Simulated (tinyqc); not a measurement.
Longitudinal sound in a periodic multilayer: transfer matrices, stop bands and folded phonons: one step, computed by the program tinyqc. Command: `OMP_NUM_THREADS=1 python tinyqc.py 3000181 3000182 out.jsonl multilayer walk`. One thread of a shared host (Intel(R) Xeon(R) Processor @ 2.30GHz), about 0.01 s of CPU time with the checks.

Layers 1 and 2 repeat with period d = d_1 + d_2; waves travel normal to the layers, without loss. State vector (u, s): displacement u and stress divided by omega. Impedances Z = rho v are in 1e6 kg/(m^2 s).

Task: Impedances, mean velocity and Bragg frequency. Z = rho v; interface reflection r = (Z_2 - Z_1)/(Z_2 + Z_1) (stress amplitude, from 1 into 2); Bragg frequency f_B = 1/[2 (d_1/v_1 + d_2/v_2)]; long-wave velocity v_eff = d/sqrt[(d_1/v_1)^2 + (d_2/v_2)^2 + (Z_1/Z_2 + Z_2/Z_1)(d_1/v_1)(d_2/v_2)].

Inputs (values chosen for the exercise, modelled on silica (layer 1), tungsten (layer 2) and silicon (substrate)): density rho_1 = 2.22 g/cm^3; velocity v_1 = 5930 m/s; thickness d_1 = 630 nm; density rho_2 = 19.3 g/cm^3; velocity v_2 = 5270 m/s; thickness d_2 = 551 nm; substrate density = 2.31 g/cm^3; substrate velocity = 8530 m/s.

Give: Z_1; Z_2; Z of the substrate; interface reflection r; Bragg frequency f_B; long-wave velocity v_eff.

Result:

Z_1 = 13.1646

Z_2 = 101.711

Z of the substrate = 19.7043

interface reflection r = 0.7708

Bragg frequency f_B = 2.372 GHz

long-wave velocity v_eff = 3569 m/s
